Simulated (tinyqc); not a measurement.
# Equilibrium and kinetic segregation of a solute to boundaries and growing surfaces, step by step

A worked calculation. Computed by tinyqc, a small Python program that keeps every step. Command: `OMP_NUM_THREADS=1 python tinyqc.py 3014698 3014699 out.jsonl segreg walk`. One thread of a shared host (Intel(R) Xeon(R) Processor @ 2.30GHz), about 0.01 s of CPU time with the checks. Intermediate numbers are printed to about 7 digits and carried at full precision; extremes and crossings named in words are read from the listed rows.

Inputs (values chosen for the exercise, for a model alloy):
```
quantity,value,unit
segregation energy Q,0.41,eV
interaction z w (positive attracts),0.15,eV
total solute fraction x0,0.00059,-
temperature T,900,K
grain size d,16,nm
boundary thickness delta,0.34,nm
atomic volume Omega,19.7,angstrom^3
clean boundary energy gamma_0,0.6,J/m^2
bulk diffusivity D,5.8e-19,m^2/s
anneal time t,1.2,s
exchange barrier E_b,1.66,eV
surface segregation energy E_s,0.22,eV
growth temperature T_g,780,K
growth rate,1.1,monolayers/s
mixing,0.3,-
```

Isotherm: Fowler-Guggenheim.

Constants: k_B = 8.617333262e-05 eV/K; 1 eV/angstrom^2 = 16.02176634 J/m^2.

## Coverage for very large grains, by iteration

With theta the solute fraction on boundary sites and x that in the grains, theta/(1 - theta) = [x/(1 - x)] exp[(Q + z w theta)/(k_B T)]. The coverage theta_inf is that for x = x0. Start at theta = 0; theta(new) = theta + mixing (theta(out) - theta); stop below 1e-10, 80 steps at most.

Iteration:
```
step,theta in,theta out,out - in
1,0.0000000,0.1044906,1.044906e-01
2,0.0313472,0.1103013,7.895413e-02
3,0.0550334,0.1148779,5.984447e-02
4,0.0729868,0.1184561,4.546932e-02
5,0.0866276,0.1212389,3.461135e-02
6,0.0970110,0.1233948,2.638385e-02
...,...,...,...
74,0.1305943,0.1305943,3.447621e-10
75,0.1305943,0.1305943,2.640458e-10
76,0.1305943,0.1305943,2.022271e-10
77,0.1305943,0.1305943,1.548813e-10
78,0.1305943,0.1305943,1.186203e-10
79,0.1305943,0.1305943,9.084875e-11
```

coverage theta_inf = 0.1305943

last residual = 9.084875e-11

Converged; without interaction theta would be 0.1045.

## Depletion of small grains

Finite grains: boundary sites are the fraction f = 3 delta/d, and x0 = (1 - f) x + f theta; solve both equations for theta; share at boundaries = f theta/x0.

site fraction f = 0.06375

coverage theta = 0.008619572

fraction x left in the grains = 4.326010e-05

share of solute at boundaries = 93.13521 %

enrichment theta/x = 199.2499

93 % of the solute sits at boundaries; for a dopant that share is electrically lost. The supply limits the coverage, which stays well below theta_inf.

## Boundary energy

Gibbs adsorption for this isotherm in a dilute matrix: gamma = gamma_0 + Gam_0 [k_B T ln(1 - theta) + z w theta^2/2], Gam_0 = delta/Omega sites per area.

Gam_0 = 17.25888 1/nm^2

boundary energy gamma = 0.5981589 J/m^2

Segregation lowers gamma by 0.31 %, and the driving force of grain growth with it.

## How fast the boundary fills

McLean kinetics from a uniform start, fed from both sides, with a constant enrichment beta = theta_inf/x0: (theta - x0)/(theta_inf - x0) = 1 - exp(s^2) erfc(s), s = 2 sqrt(D t)/(beta delta); half filling at s = 0.7691, t = (0.7691 beta delta/2)^2/D. D is an input and does not follow T.

s = 0.02217091

degree of filling = 0.02453373

time to half filling = 1444.042 s

diffusion length sqrt(D t) = 0.8342661 nm

Caution: half of theta_inf exceeds the equilibrium coverage of grains of this size, so half filling is never reached in them. Caution: by the time of half filling the diffusion length reaches across the grain, so the real time is longer or half filling is never reached.

## Segregation at a growing surface

Two-state exchange during growth, dilute: jump up r_u = nu exp(-E_b/(k_B T_g)), jump back r_d = r_u exp(-E_s/(k_B T_g)), nu = 1e13 1/s. In the time 1/R of one monolayer the share carried up is p = [r_u/(r_u + r_d)] [1 - exp(-(r_u + r_d)/R)]; the tail decays as p^n, length -1/ln p monolayers; the equilibrium limit has p = r_u/(r_u + r_d).

r_u = 188.0694 1/s

r_d = 7.125943 1/s

share carried up p = 0.9634933

decay length = 26.88912 monolayers

Exchange is fast against growth: the equilibrium regime, where heating shortens the tail.

## Tail length against growth temperature

The formulas are those given above.

Exchange model:
```
T_g (K),r_u/R,p,length (monolayers),equilibrium limit
555,7.667895e-03,0.0076383,0.20515,99.98240
594,7.488222e-02,0.0721110,0.38029,74.04919
626,3.929518e-01,0.3239302,0.88713,59.54155
659,1.834707e+00,0.8290869,5.33532,48.63487
684,5.340313e+00,0.9725048,35.86762,42.27927
710,1.497835e+01,0.9732930,36.94107,36.94136
749,6.151846e+01,0.9679703,30.71828,30.71828
807,3.906406e+02,0.9594398,24.15124,24.15124
904,5.059963e+03,0.9439648,17.34111,17.34111
```

The length peaks among these rows at 710 K with 36.9 monolayers. Below, exchange freezes (r_u/R = 0.0077 in the first row); above, the length follows the equilibrium limit, about exp(E_s/(k_B T)), down to 17.3.

## Coverage against grain size

The formulas are those given above.

At T:
```
d (nm),theta,x in the grains,share at boundaries (%)
15,0.0081178,4.076086e-05,93.56117
30,0.0151989,7.581656e-05,87.58664
60,0.0270014,1.332409e-04,77.80072
120,0.0443046,2.152401e-04,63.82873
250,0.0668687,3.184751e-04,46.24140
500,0.0879533,4.114146e-04,30.41096
1000,0.1048382,4.835583e-04,18.12457
5000,0.1243902,5.647396e-04,4.30095
```

From the largest grains to the smallest the share at boundaries rises from 4.3 to 94 %, and x/x0 falls to 0.069. In the dilute limit x/x0 = 1/(1 - f + f exp(Q/(k_B T))), which gives 0.070 at 15 nm.

Checks made by the program: mass balance (relative difference below 1e-10).
